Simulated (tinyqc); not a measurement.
Surface orientation and number of bands: six-band hole subbands of a thin body in a field.

Basis X, Y, Z times spin, hole energies counted downwards from the unstrained edge (the hydrostatic shift is left out), c = hbar^2/2m0. For a symmetric tensor T let C(T) have C_XX = L Txx + M (Tyy + Tzz), C_XY = N Txy (cyclic), L = c (g1 + 4 g2), M = c (g1 - 2 g2), N = 6 c g3. k = q + kz n, n the unit normal, q = k1 u + k2 v with u along the channel [1-10] and v = n x u. H = C(k k^T) + (Dso/3)(1 - L.sigma) - B + e F z with (L_k)_ij = -i epsilon_kij; B is the block C built from the traceless strain with 2b, -b and sqrt(3) d in place of L, M, N. Strain: exx = eyy = (s11 + s12) sx/2, ezz = s12 sx, exy = -s44 sx/4. Hard walls at z = 0 and t; basis sin(j pi z/t), j = 1 to Nz: kz^2 = (j pi/t)^2, kz = -i D with D_jl = 4 j l/(t (j^2 - l^2)), z_jj = t/2 and z_jl = -8 t j l/(pi (j^2 - l^2))^2 for j + l odd; 1 MV/cm = 0.01 eV/angstrom.

Nz = 14. E1 is the top subband at q = 0, gap the distance to the next pair, and the masses are c q^2/(E(q) - E1) at |q| = 0.02 1/angstrom (mean of the spin pair) along the channel [1-10] and across it in the plane; a dash marks a band that does not rise.

Constants: hbar^2/2m0 = 3.80998211 eV angstrom^2.

Inputs chosen for the exercise (near those of a p-type Si channel; the results hold for these values, not for the real material):

| symbol | value | unit | meaning |
|---|---|---|---|
| g1 | 4.3 |  | Luttinger gamma1 |
| g2 | 0.34 |  | gamma2 |
| g3 | 1.44 |  | gamma3 |
| Dso | 0.044 | eV | spin-orbit splitting |
| b | -2.1 | eV | tetragonal potential |
| d | -4.78 | eV | trigonal potential |
| S | (7.58, -2.13, 12.74) | 1/TPa | compliances s11, s12, s44 |
| t | 90 | angstrom | body thickness |
| F | 0.2 | MV/cm | field across the body |
| sx | -0.5 | GPa | stress along the channel [1-10], negative in compression |

Three faces, six bands; and four bands, with Dso set to 1000 eV.

Results:

| case | E1 (meV) | gap (meV) | m channel | m across |
|---|---|---|---|---|
| (001) 6 bands | 77.6 | 26.8 | 0.187 | 1.243 |
| (001) 4 bands | 81.5 | 25.5 | 0.214 | 0.559 |
| (110) 6 bands | 33.5 | 29.7 | 0.116 | 0.278 |
| (110) 4 bands | 62.9 | 51.5 | 0.148 | 0.308 |
| (111) 6 bands | 54.7 | 36.3 | 0.159 | 0.581 |
| (111) 4 bands | 59.9 | 47.9 | 0.178 | 0.210 |

What can be read from this table?

With six bands the top subband is shallowest on (110) (33.5 meV) and deepest on (001). Without the stress E1 would be 89.1, 51.0 and 65.2 meV, so the stress moves it by -11.4, -17.5 and -10.4 meV. The lightest channel mass is on (110) (0.116 m0). Dropping the split-off band moves E1 by 3.8, 29.3 and 5.1 meV and the gap by -1.3, 21.9 and 11.6 meV on the three faces, with Dso = 44 meV.

Run: tinyqc, `OMP_NUM_THREADS=1 python tinyqc.py 1252294 1252295 out.jsonl`; Intel(R) Xeon(R) Processor @ 2.30GHz, one thread, shared host; about 0.3 s of CPU time with all checks.
